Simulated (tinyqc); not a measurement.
Exchange-only LDA atom on a uniform radial grid, spin-unpolarised, for He, step by step. Computed by tinyqc, a small Python program that keeps every step. Settings: Z = 2, points = 128, R = 9.1, functional = Slater exchange alone, mixing = 0.2, iteration cap = 70. Command: `OMP_NUM_THREADS=1 python tinyqc.py 26322 26323 out.jsonl` (the two numbers bound the seeds that draw the settings). One thread of a shared host (Intel(R) Xeon(R) Processor @ 2.60GHz), about 0.1 s of CPU time with the checks. Later iterations appear only in the table of the cycle.

## Iteration 1

Spherical atom on a uniform radial grid r_j = j h with h = R/(N + 1), h sum u^2 = 1 and integrals as h times sums, u(0) = u(R) = 0 (atomic units):
```
parameter           value
Z                       2
points N              128
R                9.100000
h                0.070543
mixing           0.200000
electrons in 1s         2
```

Three-point differences turn -u''/2 + [l(l+1)/2r^2 - Z/r + V] u = e u into a tridiagonal matrix (diagonal 1/h^2 + potential, off-diagonal -1/2h^2). D = sum f u^2; the Hartree potential y/r solves y'' = -D/r with y(0) = 0, y(R) = N_e; v_xc comes from rho = D/(4 pi r^2); E = sum f e - int D V + int D (V_H/2 + eps_xc); V(new) = V + mixing (V_H + v_xc - V).

eigenvalues (hartree): 1s -1.990145

Every 8th grid point:
```
r             V in     u(1s)         D       V_H       v_xc
0.564341  0.000000  1.031355  2.127385  2.752917  -0.797703
1.128682  0.000000  0.669683  0.896951  1.708285  -0.376816
1.693023  0.000000  0.326131  0.212723  1.175297  -0.177999
2.257364  0.000000  0.141176  0.039862  0.885391  -0.084082
2.821705  0.000000  0.057293  0.006565  0.708730  -0.039718
3.386047  0.000000  0.022321  0.000996  0.590653  -0.018762
3.950388  0.000000  0.008455  0.000143  0.506279  -0.008863
4.514729  0.000000  0.003137  0.000020  0.442994  -0.004187
5.079070  0.000000  0.001146  2.63e-06  0.393773  -0.001978
5.643411  0.000000  0.000413  3.42e-07  0.354396  -0.000934
6.207752  0.000000  0.000148  4.36e-08  0.322178  -0.000441
6.772093  0.000000  0.000052  5.46e-09  0.295330  -0.000208
7.336434  0.000000  0.000018  6.74e-10  0.272612  -0.000098
7.900775  0.000000  0.000006  8.08e-11  0.253140  -0.000046
8.465116  0.000000  2.03e-06         0  0.236264  -0.000021
9.029457  0.000000  1.80e-07         0  0.221497   0.000000
```

total energy = -2.55386723 hartree

## Iteration 2

As before.

eigenvalues (hartree): 1s -1.636813

Every 8th grid point:
```
r             V in     u(1s)         D       V_H       v_xc
0.564341  0.391043  1.008832  2.035485  2.688468  -0.786047
1.128682  0.266294  0.688290  0.947487  1.694290  -0.383764
1.693023  0.199460  0.357776  0.256008  1.172857  -0.189334
2.257364  0.160262  0.166698  0.055577  0.885008  -0.093933
2.821705  0.133802  0.073211  0.010720  0.708674  -0.046771
3.386047  0.114378  0.030989  0.001921  0.590645  -0.023349
3.950388  0.099483  0.012791  0.000327  0.506278  -0.011680
4.514729  0.087762  0.005184  0.000054  0.442994  -0.005852
5.079070  0.078359  0.002072  0.000009  0.393773  -0.002936
5.643411  0.070692  0.000819  1.34e-06  0.354396  -0.001474
6.207752  0.064347  0.000321  2.06e-07  0.322178  -0.000741
6.772093  0.059024  0.000125  3.12e-08  0.295330  -0.000373
7.336434  0.054503  0.000048  4.65e-09  0.272612  -0.000187
7.900775  0.050619  0.000018  6.68e-10  0.253140  -0.000093
8.465116  0.047249  0.000006  7.94e-11  0.236264  -0.000044
9.029457  0.044299  5.82e-07         0  0.221497   0.000000
```

total energy = -2.61102382 hartree

## Convergence

Stop when input and output potentials agree to 1e-7.

Course of the cycle (hartree):
```
iteration            E      e(1s)  largest |V(out) - V(in)|
1          -2.55386723  -1.990145                  2.44e+00
2          -2.61102382  -1.636813                  1.85e+00
3          -2.64839842  -1.368229                  1.39e+00
4          -2.67210178  -1.164218                  1.04e+00
5          -2.68669185  -1.009314                  7.76e-01
6          -2.69542210  -0.891701                  5.78e-01
7          -2.70051320  -0.802370                  4.29e-01
8          -2.70341593  -0.734469                  3.19e-01
9          -2.70504002  -0.682800                  2.37e-01
10         -2.70593518  -0.643426                  1.77e-01
11         -2.70642314  -0.613368                  1.33e-01
...                ...        ...                       ...
60         -2.70699828  -0.512295                  1.30e-06
61         -2.70699828  -0.512295                  1.04e-06
62         -2.70699828  -0.512295                  8.25e-07
63         -2.70699828  -0.512295                  6.57e-07
64         -2.70699828  -0.512295                  5.24e-07
65         -2.70699828  -0.512295                  4.18e-07
66         -2.70699828  -0.512295                  3.33e-07
67         -2.70699828  -0.512295                  2.65e-07
68         -2.70699828  -0.512295                  2.11e-07
69         -2.70699828  -0.512294                  1.68e-07
70         -2.70699828  -0.512294                  1.34e-07
```

Not converged within 70 iterations: the residual falls steadily but slowly, by a factor of about 0.80 a step. Reruns (cap 100 unless said): mixing 0.3: converged in 45; mixing 0.6: converged in 18; the original settings with a cap of 400: converged in 72. Even converged, this uniform grid resolves the cusp poorly and misses the energy of the atom.
